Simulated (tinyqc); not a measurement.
Raising the surface concentration at fixed length: sheet resistance of a shallow doped layer with concentration-dependent mobility and limited activation. Computed by tinyqc, a small Python program. Command: `OMP_NUM_THREADS=1 python tinyqc.py 3007066 3007067 out.jsonl irvin walk`. One thread of a shared host (Intel(R) Xeon(R) Processor @ 2.30GHz), about 0.03 s of CPU time with the checks.

A layer of one dopant lies in a background of the opposite type. Current flows parallel to the surface down to the junction; depletion is ignored.

Inputs (values chosen for the exercise, modelled on boron in silicon): surface concentration C_s = 1.2e+21 1/cm^3; length l = 3.7 nm; tail abruptness = 4.3 nm/decade; background C_B = 1.4e+15 1/cm^3; mobility floor mu_min = 48.4 cm^2/(V s); mobility mu_max = 461 cm^2/(V s); reference density N_r = 1.6e+17 1/cm^3; exponent alpha = 0.702; prefactor of the active limit = 8.8e+22 1/cm^3; energy of the active limit = 0.739 eV; anneal temperature T = 950 C.

Profile: box with exponential tail.

Constants: k_B = 8.617333262e-05 eV/K; e = 1.602176634e-19 C.

Method:
- C(x) = C_s for x < l and C_s 10^(-(x - l)/abruptness) beyond.
- Temperatures in kelvin are T(C) + 273.15.
- Active limit C_a = prefactor x exp(-energy/(k_B T)); the junction lies where C = C_B, and the profile exceeds C_a down to x_a (zero if C_s is below C_a). Slope at the junction in nm per decade = ln(10) C/|dC/dx|.
- Active density N = min(C, C_a); carriers n = N - C_B; mobility mu = mu_min + (mu_max - mu_min)/(1 + ((N + C_B)/N_r)^alpha).
- Integrals from 0 to x_j, where C = C_B (Gauss-Legendre, 60 points on each smooth piece; 1 nm = 1e-7 cm): dose int C dx, carriers int n dx, mean mobility int n mu dx/int n dx, R_s = 1/(e int n mu dx).
- The last column drops the active limit.

active limit C_a = 7.93526e+19 1/cm^3

Layers:
```
C_s (1/cm^3)  x_j (nm)  dose (1/cm^2)  mean mu (cm^2/(V s))  R_s (ohm/square)  R_s if all active
1.00e+18        15.972     5.5649e+11                157.14             71662         7.1662e+04
3.00e+18        18.023     1.6700e+12                109.82             34084         3.4084e+04
1.00e+19        20.272     5.5672e+12                 78.84             14227         1.4227e+04
3.00e+19        22.323     1.6702e+13                 63.75              5863         5.8632e+03
1.00e+20        24.572     5.5674e+13                 56.37              2326         2.0228e+03
2.00e+20        25.866     1.1135e+14                 55.88              1930         1.0610e+03
5.00e+20        27.577     2.7837e+14                 55.45              1575         4.4142e+02
1.00e+21        28.872     5.5675e+14                 55.22              1383         2.2468e+02
2.00e+21        30.166     1.1135e+15                 55.04              1233         1.1363e+02
```

What follows from these numbers?

R_s falls as C_s^-0.68 between the first rows and as C_s^-0.17 between the last. Below C_a = 7.9e19 the exponent is set by the mobility, which drops from 157 towards mu_min. Above C_a extra dose only widens the clipped region: in the last row R_s is 10.85 times the fully active value. Caution: in rows with more than about 2e20 active atoms per cm^3 measured mobilities fall further than this form.
